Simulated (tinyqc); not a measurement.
LCCD on RHF in the sto-3g basis, for H4, spin multiplicity 1, step by step. One step of it, computed by the program tinyqc.

Task: Orthogonalisation. S = U s U^T; canonical form X = U s^(-1/2), so that X^T S X = 1. Each column of U has its largest component positive (the first on a tie).

overlap S, lower triangle:
```
          1H 1s     2H 1s     3H 1s     4H 1s
1H 1s  1.000000
2H 1s  0.574754  1.000000
3H 1s  0.072398  0.287567  1.000000
4H 1s  0.012838  0.072398  0.574754  1.000000
```

Give: eigenvalues of S; X.

Result:

eigenvalues of S: 0.3290  0.4886  1.3706  1.8118

X:
```
             1        2        3       4
1H 1s  -0.7480   0.7860   0.4801  0.3307
2H 1s   0.9800  -0.6367   0.3665  0.4082
3H 1s  -0.9800  -0.6367  -0.3665  0.4082
4H 1s   0.7480   0.7860  -0.4801  0.3307
```
